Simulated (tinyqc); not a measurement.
Debye-Callaway model of lattice thermal conductivity: one step, computed by the program tinyqc.

Three acoustic branches with one velocity v, cut at omega_D = k_B Theta/hbar; x = hbar omega/(k_B T). v and Theta are separate inputs: Theta cuts off the heat-carrying modes, so C need not reach 3 k_B/V. gamma is an effective value that sets the umklapp rate. Heat flows along the wire.

Problem. Mass-fluctuation parameter. A vacancy counts as a mass defect Delta M/M = -3 (the missing mass and twice its bonds), so Gamma = 9 n_v. A = V Gamma/(4 pi v^3).

Inputs (values chosen for the exercise, modelled on germanium): sound velocity v = 3750 m/s; volume per atom V = 22.6 angstrom^3; vacancy fraction n_v = 0.0022.

Sample: wire. Point defects: vacancies. Normal processes: left out.

Give: Gamma; Rayleigh coefficient A.

Solution.

Gamma = 0.0198

Rayleigh coefficient A = 6.753e-43 s^3
